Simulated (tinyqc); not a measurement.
Inside a calculation: strain-driven crossing of the Gamma and L valleys in a germanium-like crystal alloyed with tin. Values are carried at full precision from step to step, so a last printed digit may differ when a step is redone from the rounded ones.

With tin the unstrained gaps become E(y) = (1 - y) E + y EgS - CS y (1 - y); all other values are kept.
Constants: kB = 8.617333262e-05 eV/K; hc = 1239.841984 eV nm.

Inputs chosen for the exercise (near those of Ge, gaps at low temperature; shifted at random, so the results belong to these values and not to a real crystal): Eg = 0.914 eV (gap at Gamma to the s-like level); EgL = 0.737 eV (gap to L); EgS = (-0.376, 0.057) eV (Gamma and L gaps of the tin end); CS = (2.73, 1.02) eV (bowing of the Gamma and L gaps); y = 0.111 (tin fraction); C11 = 128 GPa; C12 = 48.5 GPa; C44 = 67.4 GPa; load = uniaxial [111] (kind of strain); e0 = 0.0289 (size of the strain); Dso = 0.284 eV (spin-orbit splitting); ac = -8.19 eV (conduction deformation potential); av = 1.23 eV (valence hydrostatic potential); b = -2.59 eV (tetragonal shear potential); d = -5.32 eV (trigonal shear potential); aL = -1.62 eV (hydrostatic potential of the L edge, Xd + Xu/3); XuL = 15.78 eV (uniaxial potential, L); mG = 0.0394 m0 (mass at Gamma); mL = 0.565 m0 (density-of-states mass of the four L valleys together); T = 200 K (temperature).

## Gaps of the unstrained alloy

Give both gaps, their difference, and the y at which they cross (the root of a quadratic between 0 and 0.3).

Gamma and L gaps (eV): [0.5014, 0.5609]

Gamma - L = -0.0595 eV
crossing y = 0.0811

Without strain the alloy is direct.

## The strain tensor for a uniaxial [111] load

Biaxial loads: e0 is the in-plane strain e_par and the normal is free. (001): e_perp = -2 (C12/C11) e_par; exx = eyy = e_par, ezz = e_perp, no shear. (111): e_perp = -(2 C11 + 4 C12 - 4 C44)/(C11 + 2 C12 + 4 C44) e_par; exx = eyy = ezz = (2 e_par + e_perp)/3 and exy = eyz = ezx = (e_perp - e_par)/3. (110): e_perp = -(C11 + 3 C12 - 2 C44)/(C11 + C12 + 2 C44) e_par; exx = eyy = (e_par + e_perp)/2, ezz = e_par, exy = (e_perp - e_par)/2, eyz = ezx = 0. Uniaxial loads: a stress along n, scaled so that n.e.n = e0, with exx = s11 sxx + s12 (syy + szz), exy = s44 sxy/2, s11 = (C11 + C12)/((C11 - C12)(C11 + 2 C12)), s12 = -C12/((C11 - C12)(C11 + 2 C12)), s44 = 1/C44.

Form the tensor and its trace.

strain tensor in the cubic axes, rows x, y, z and columns alike:
```
[[0.006662, 0.011119, 0.011119],
 [0.011119, 0.006662, 0.011119],
 [0.011119, 0.011119, 0.006662]]
```

tr(e) = 0.019985

## Band edges

Edges from the unstrained valence top: Gamma at Eg + ac tr(e); an L valley with unit axis u at EgL + aL tr(e) + XuL (u.e.u - tr(e)/3), u along [111], [1-1-1], [-11-1], [-1-11]; valence edges are the levels of the 6 x 6 matrix of X, Y, Z times spin with -Dso/3 + l exx + m (eyy + ezz) on the diagonal (cyclic), n exy off it, l = av + 2 b, m = av - b, n = sqrt(3) d. Spin-orbit term (Dso/3) L.sigma on X, Y, Z with (L_k)_ij = -i epsilon_kij: <X+|H|Y+> = -i Dso/3, <X+|H|Z-> = Dso/3, <Y+|H|Z-> = -i Dso/3, <Z+|H|X-> = -Dso/3, <Z+|H|Y-> = i Dso/3, <X-|H|Y-> = i Dso/3, and their conjugates; + and - are the spin along z.

Give the edges and the direct and indirect gaps from the top valence edge.

Gamma edge = 0.3377 eV

L edges (eV): [111] 0.8794, [1-1-1] 0.4115, [-11-1] 0.4115, [-1-11] 0.4115

valence edges from the top (eV): [0.1270, 0.0023, -0.3396]

direct and indirect gap (eV): [0.2107, 0.2845]

The gap is direct: Gamma lies 74 meV below the lowest L valley. The top two valence edges are 125 meV apart.

## Electrons in the Gamma valley

Non-degenerate, parabolic: share = mG^(3/2)/(mG^(3/2) + (mL^(3/2)/4) sum_i exp(-(E_Li - E_Gamma)/kT)). Also the offset at which four equal L valleys hold half of the electrons, kT ln((mL/mG)^(3/2)), and the wavelength hc/E of the direct gap.

(mL/mG)^(3/2) = 54.30
share in Gamma = 64.0 %
offset for an even split = 68.8 meV
wavelength = 5884 nm

With the L valleys as they lie here, Gamma must be 64 meV below the lowest of them to hold half of the electrons at 200 K; it lies 74 meV below. A direct gap alone is not enough.

Program tinyqc; command `OMP_NUM_THREADS=1 python tinyqc.py 1050178 1050179 out.jsonl`; about 0.01 s on one thread of a shared Intel(R) Xeon(R) Processor @ 2.30GHz.
